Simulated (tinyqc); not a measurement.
From results back to parameters: delta-doped layer in the Thomas-Fermi potential. Three cases, with inputs chosen for the exercise.

Problem. The depth of the well was computed from a hidden sheet density.

All donors ionised in the plane z = 0, zero temperature, energies from the Fermi level EF of the Thomas-Fermi model, which lies at the bulk band edge; c = hbar^2/2m0, q = e^2/(4 pi eps0). gv = 4 equivalent valleys, m_d = sqrt(m3^3/mz) in the plane. With n = (gv/3 pi^2)(m3 (-V)/c)^(3/2) and V'' = -(4 pi q/eps) n for z > 0, the solution is V = -b/(|z| + z0)^4 with sqrt(b) = 20/K, K = (4 pi q/eps)(gv/3 pi^2)(m3/c)^(3/2), and z0^5 = 4b/(e F0), e F0 = 2 pi q N/eps; 1e13/cm^2 = 1e-3/angstrom^2. Exchange and correlation are left out.

Constants: hbar^2/2m0 = 3.80998211 eV angstrom^2; e^2/(4 pi eps0) = 14.39964547 eV angstrom.

Find: b; z0; N.

Method. b does not depend on N; z0 = (b/depth)^(1/4), e F0 = 4b/z0^5 and N = eps e F0/(2 pi q).

Case 1.

Values chosen (out of a larger set: near those of a delta-doped layer in Ge; not measured data): m3 = 0.221 m0 (density-of-states mass of a valley); mz = 0.121 m0 (mass along z); eps = 15.8 (dielectric constant).

depth = 0.141902 eV

Solution.

b = 8.562e+05 eV angstrom^4
z0 = 49.56 angstrom
N = 2.00 x 1e13/cm^2

Case 2.

Values chosen (out of a larger set: near those of a delta-doped layer in Ge; not measured data): m3 = 0.219 m0 (density-of-states mass of a valley); mz = 0.118 m0 (mass along z); eps = 16.3 (dielectric constant).

depth = 0.093641 eV

Solution.

b = 9.364e+05 eV angstrom^4
z0 = 56.23 angstrom
N = 1.20 x 1e13/cm^2

Case 3.

Values chosen (out of a larger set: near those of a delta-doped layer in Ge; not measured data): m3 = 0.224 m0 (density-of-states mass of a valley); mz = 0.12 m0 (mass along z); eps = 15.8 (dielectric constant).

depth = 0.070319 eV

Solution.

b = 8.222e+05 eV angstrom^4
z0 = 58.48 angstrom
N = 0.840 x 1e13/cm^2

Computed by tinyqc, one run a case: `OMP_NUM_THREADS=1 python tinyqc.py N N+1 out.jsonl` with N = 1252007, 1252241, 1252387; one thread of a shared Intel(R) Xeon(R) Processor @ 2.30GHz, about 0.1 s a run at most.
